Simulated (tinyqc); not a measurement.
# Changing the hydrogen carrier pressure p_H

Model: microkinetic model of low-temperature epitaxy from hydride gases: adsorption, hydrogen desorption and rate control. Computed by tinyqc, a small Python program. Command: `OMP_NUM_THREADS=1 python tinyqc.py 3030338 3030339 out.jsonl hepi sweep`. One thread of a shared host (Intel(R) Xeon(R) Processor @ 2.30GHz), about 0.02 s of CPU time with the checks.

Each hydride molecule needs two free sites and leaves four hydrogen atoms, of which two leave at once as H2; theta is the hydrogen coverage, the site density is 6.78 per nm^2 and one layer is 1.358 angstrom thick.

Inputs (values chosen for the exercise, close to those used for silane, with second-order desorption as on Si(111) but the site density of Si(001)):
```
quantity                            value  unit
silane pressure p_S                  0.01    Pa
sticking prefactor of silane s0     0.065     -
adsorption barrier E_s               0.16    eV
desorption prefactor nu_d         2.2e+12   1/s
desorption energy on silicon E_d     2.17    eV
sticking of hydrogen s_H          2.2e-07     -
temperature T                         740     C
```

Film: silicon. Order of hydrogen desorption: second.

Constants: k_B = 8.617333262e-05 eV/K; u = 1.6605390666e-27 kg; k_B = 1.380649e-23 J/K.

Method:
- Flux per site F = p/(sqrt(2 pi M k_B T) x 6.78e18 per m^2), M = 32.12 u (silane), 2.016 u (hydrogen); s = s0 exp(-E_s/(k_B T)); k_S = s F_S = k; k_H = s_H F_H; k_d = nu_d exp(-E_d/(k_B T)).
- Temperatures in kelvin are T(C) + 273.15.
- With k the hydride and k_H the hydrogen adsorption rate on free pairs and k_d the desorption rate, steady state: 2 (k + k_H)(1 - theta)^2 = k_d theta^2; growth rate R = k (1 - theta)^2 layers/s; 1 layer/s = 8.148 nm/min.
- With c = 2 (k + k_H)/k_d the free share is 1 - theta = 1/(1 + sqrt(c)).
- X_i = d ln R/d ln k_i at fixed other constants. With f = 1 - theta and a = 2/f + 2/theta: d ln f/d ln k_d = 1/(a f), so X_d = 2/(a f), X_k = 1 - X_d k/(k + k_H), X_H = -X_d k_H/(k + k_H); they sum to 1.

One run for each value:
```
hydrogen carrier pressure p_H (Pa)  growth rate G (nm/min)  hydrogen coverage theta  X_H (hydrogen adsorption)
1                                                    1.473                   0.1016                 -8.508e-04
4                                                    1.470                   0.1027                 -3.357e-03
20                                                   1.451                   0.1085                 -1.568e-02
70                                                   1.400                   0.1244                 -4.621e-02
300                                                  1.243                   0.1747                 -1.253e-01
1000                                                 1.007                   0.2571                 -2.299e-01
6000                                                 0.557                   0.4474                 -4.387e-01
20000                                                0.300                   0.5948                 -5.913e-01
100000                                               0.100                   0.7661                 -7.652e-01
```

What does the table show, and why?

Over the rows, growth rate G (nm/min) falls from 1.47 to 0.0999 (exponent d ln y / d ln x -0.0018 between the first rows and -0.68 between the last); hydrogen coverage theta rises from 0.102 to 0.766 (exponent d ln y / d ln x 0.0080 between the first rows and 0.16 between the last); X_H (hydrogen adsorption) falls from -8.51e-4 to -0.765 (exponent d ln y / d ln x 0.99 between the first rows and 0.16 between the last). At the low end the exponent of growth rate G is 0.00, close to 0: carrier hydrogen plays no part.

Caution (rows 6000, 20000, 100000): at carrier pressures near or above 1e4 Pa gas-phase transport, left out here, begins to limit.
